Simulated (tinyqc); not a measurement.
Inside a calculation. Model: threshold of a short bulk MOSFET: charge sharing, barrier lowering, narrow width.

Computed by the program tinyqc: `OMP_NUM_THREADS=1 python tinyqc.py 2002131 2002132 out.jsonl`, one thread of a shared Intel Xeon 2.30GHz, about 0.01 s for the whole run. Printed values are rounded.

n-channel device on a p-type body, depletion approximation, full ionisation. Uniform doping N = Na. Vbi from Boltzmann statistics is rough for the degenerate source. Cox = eps0 eox/tox.

Inputs (values chosen for the exercise); band and dielectric values close to those of silicon:

| symbol | value | unit | meaning |
|---|---|---|---|
| T | 400 | K | temperature |
| Eg | 1.14 | eV | band gap |
| eps_r | 11.5 |  | relative permittivity |
| Nc | 4.22e19 | cm^-3 | conduction-band density of states at T |
| Nv | 4.03e19 | cm^-3 | valence-band density of states at T |
| eox | 7.32 |  | relative permittivity of the gate insulator (close to silicon nitride) |
| tox | 3 | nm | insulator thickness |
| Na | 1.1e18 | cm^-3 | channel doping |
| Nsd | 1e20 | cm^-3 | source and drain doping |
| Vfb | -0.76 | V | flat-band voltage for the doping Na |
| xj | 38 | nm | junction depth |
| Vbs | -1 | V | body-source voltage |
| Vds | 0.5 | V | drain-source voltage |
| W | 330 | nm | gate width |
| xw | 1.5708 |  | shape factor of the fringing depletion at the width edges |
| L | 100 | nm | channel length |

Constants: q = 1.602176634e-19 C, kB = 1.380649e-23 J/K, Vt = kB T/q, eps0 = 8.8541878128e-14 F/cm where lengths are in cm. Results are converted to the units shown.

## Long-channel threshold and scales

ni = sqrt(Nc Nv) exp(-Eg/(2 Vt)), Eg in volts; 2 pB = 2 Vt ln(N/ni); flat band Vfb - Vt ln(N/Na); Wd = sqrt(2 eps0 eps_r (2 pB - Vbs)/(q N)); body term q N Wd/Cox; long-channel VT0 = flat band + 2 pB + body term; Vbi = Vt ln(N Nsd/ni^2); scale length l = sqrt((eps_r/eox) tox Wd).

N = 1.1e18 cm^-3
2 pB = 0.8901611 V
flat band = -0.76 V
Wd = 46.73434 nm
body term = 0.3812419 V
VT0 = 0.5114030 V
Vbi = 1.045613 V
l = 14.84130 nm

## Short-channel and narrow-width shifts

Charge sharing (trapezoid; it ignores Vds): F = (xj/L)(sqrt(1 + 2 Wd/xj) - 1), lowering = body term times F. Barrier lowering: th = exp(-L/(2 l)) + 2 exp(-L/l), lowering = th [2 (Vbi - 2 pB) + Vds], DIBL = th. Narrow width: rise = body term times xw Wd/W. VT by each model = VT0 - lowering + rise.

F = 0.3268105
lowering by charge sharing = 124.5939 mV
th = 0.03679501
lowering of the barrier = 29.83721 mV
DIBL = 36.79501 mV/V
narrow-width rise = 84.80936 mV
VT, charge sharing = 0.4716185 V
VT, barrier lowering = 0.5663751 V

L is 6.74 scale lengths. The charge-sharing lowering is 4.18 times the barrier lowering; the first falls off as 1/L and the second exponentially. Both describe the same loss of gate control, so they are alternatives and are not added.
